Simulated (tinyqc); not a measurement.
Undoped symmetric double-gate MOSFET, analytic potential model: course of the iteration: beta at the source by Newton steps.

An undoped body of thickness ts between two equal insulators and tied gates; long channel, electrons only, n = ni exp((psi - V)/Vt) with V the quasi-Fermi potential (0 at the source, Vd at the drain), constant mobility, no quantisation. Across the body psi(x) = V - 2 Vt ln[(ts/(2 beta)) sqrt(q ni/(2 eps0 eps_r Vt)) cos(2 beta x/ts)], x from the centre. Q is the electron charge per area of the whole body.

With V = 0: f = ln(beta) - ln(cos beta) + 2 r beta tan(beta) - (Vg - V0)/(2 Vt); f' = 1/beta + tan(beta) + 2 r [tan(beta) + beta/cos^2(beta)]; beta(new) = beta - f/f'.

Stop when beta changes by less than 1e-11, or after 40 iterations. beta must stay between 0 and pi/2.

Values chosen for this exercise: temperature T = 300 K; gate voltage Vg = 1.58 V.

Constants: q = 1.602176634e-19 C, kB = 1.380649e-23 J/K, Vt = kB T/q. Results are converted to the units shown.

beta at the start = 1
r = 0.393871
V0 = 0.652535 V

Course of the iteration:
```
iteration     beta  |change|
1          3.48286      2.48
```

Did this iteration meet its convergence test, and what does its course show?

No. Stopped after 1 iteration(s) without a result. The last step lands on beta = 3.483, outside the interval from 0 to pi/2 on which the model is defined: f is much steeper near pi/2 than its tangent at the point before. A rerun with the start beta = 1.5 converges in 5 iterations.

Range of the model: The surface density at the source passes 0.3 Nc, where Boltzmann statistics fail. mu V/L, with V the smaller of Vd and Vg - V0, passes 3e6 cm/s, so velocity saturation, left out here, would lower the current.

Numbers from tinyqc (`OMP_NUM_THREADS=1 python tinyqc.py 2440114 2440115 out.jsonl`; about 0.02 s on one thread of a shared Intel Xeon 2.30GHz).
